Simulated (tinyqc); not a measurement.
## In-plane mass from two subband densities

Question. At zero temperature each occupied subband holds N_k = D (EF - E_k), D = md m0 q/(pi hbar^2) per eV. Two subbands are occupied. Find md, EF - E1 and EF - E2.

Constants: q = 1.602176634e-19 C, hbar = 1.054571817e-34 J s, m0 = 9.1093837015e-31 kg. Results are converted to the units shown.

N1, N2 (cm^-2): 9.8660428e11  6.3e10
E2 - E1 = 11 meV

Answer. N1 - N2 = D (E2 - E1) gives D and so md; each N_k/D is a distance to EF.

md = 0.201 m0
EF - E1 = 11.8 meV
EF - E2 = 0.750 meV

tinyqc, about 0.2 s, one thread, Intel Xeon 2.30GHz (shared host): `OMP_NUM_THREADS=1 python tinyqc.py 2140048 2140049 out.jsonl`
